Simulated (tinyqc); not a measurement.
Doping and offset from the band bending.

Question. An n-N heterojunction in equilibrium with Boltzmann electrons and no holes obeys er1 N1 g(u1/Vt) = er2 N2 g(-u2/Vt), g(t) = exp(t) - t - 1, where u1 = psi_j - psi_L and u2 = psi_R - psi_j, and u1 + u2 = dEc + Vt ln(N2 Nc1/(N1 Nc2)). Find N2 and dEc.

Parameters, values chosen for the exercise; band and dielectric values close to those of CdS and CdTe: temperature T = 400 K; relative permittivity of material 1 er1 = 8.87; conduction-band density of states of material 1 Nc1 = 3.45e18 cm^-3; relative permittivity of material 2 er2 = 10.2; conduction-band density of states of material 2 Nc2 = 1.24e18 cm^-3; donor density of material 1 N1 = 6.4e16 cm^-3.

Constants: q = 1.602176634e-19 C, kB = 1.380649e-23 J/K, Vt = kB T/q. Results are converted to the units shown.

bending psi_j - psi_L = 0.049944745 V
bending psi_R - psi_j = 0.091933279 V

Solution. Continuity of D gives N2 directly; the sum of the bendings then gives the offset.

N2 = 5.800e16 cm^-3
dEc = 0.1100 eV

Program tinyqc, `OMP_NUM_THREADS=1 python tinyqc.py 2040094 2040095 out.jsonl`; Intel Xeon 2.30GHz, shared host, one thread, about 0.02 s.
